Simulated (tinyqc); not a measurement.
Active against total: solid solubility of a dopant against its melt (retrograde solidus), clustering and the electrically active fraction. Computed by tinyqc, a small Python program. Command: `OMP_NUM_THREADS=1 python tinyqc.py 3027878 3027879 out.jsonl retro walk`. One thread of a shared host (Intel(R) Xeon(R) Processor @ 2.30GHz), about 0.01 s of CPU time with the checks.

Inputs (values chosen for the exercise, of the order of those of tin in silicon for the solubility):
```
quantity                                      value    unit
atoms per cluster m                               4       -
cluster scale N* at 1273 K                  2.3e+20  1/cm^3
activation energy E_b of the cluster scale     0.22      eV
anneal temperature T_a                         1375       K
```

Clustering: clusters of m atoms, electrons left out.

Constants: k_B = 8.617333262e-05 eV/K.

Method. A highly soluble donor (another dopant than that of the solidus) is limited by clustering. Donors N_a are active, and clusters hold m atoms each: N_t = N_a + m C, m C = N* (N_a/N*)^m, with N*(T) = N*(1273 K) exp[-(E_b/k_B)(1/T - 1/1273)].

Active density (1/cm^3):
```
N_t (1/cm^3)  N_a at T_a  fraction  N_a at T_a + 150 K  N_a at T_a - 150 K
1.00e+19      9.9995e+18   0.99995          9.9997e+18          9.9990e+18
3.00e+19      2.9958e+19   0.99859          2.9975e+19          2.9917e+19
1.00e+20      9.5605e+19   0.95605          9.7277e+19          9.2412e+19
2.00e+20      1.6293e+20   0.81466          1.7285e+20          1.4888e+20
5.00e+20      2.5992e+20   0.51984          2.8871e+20          2.2644e+20
1.00e+21      3.3528e+20   0.33528          3.7815e+20          2.8766e+20
2.00e+21      4.1654e+20   0.20827          4.7334e+20          3.5462e+20
5.00e+21      5.3963e+20   0.10793          6.1617e+20          4.5712e+20
```

The exponent d ln N_a/d ln N_t falls from 1.00 to 0.28, towards 1/m = 0.250. At the highest dose a 150 K hotter anneal gives 1.14 times the active density, and a later step 150 K cooler would cut it to 0.85 if it ran to equilibrium: short hot anneals come last. For ionised donors far above n_i the electrons enter the mass action too and halve the limiting exponent.

Extremes, crossings and ranges named in words are read from the listed rows.
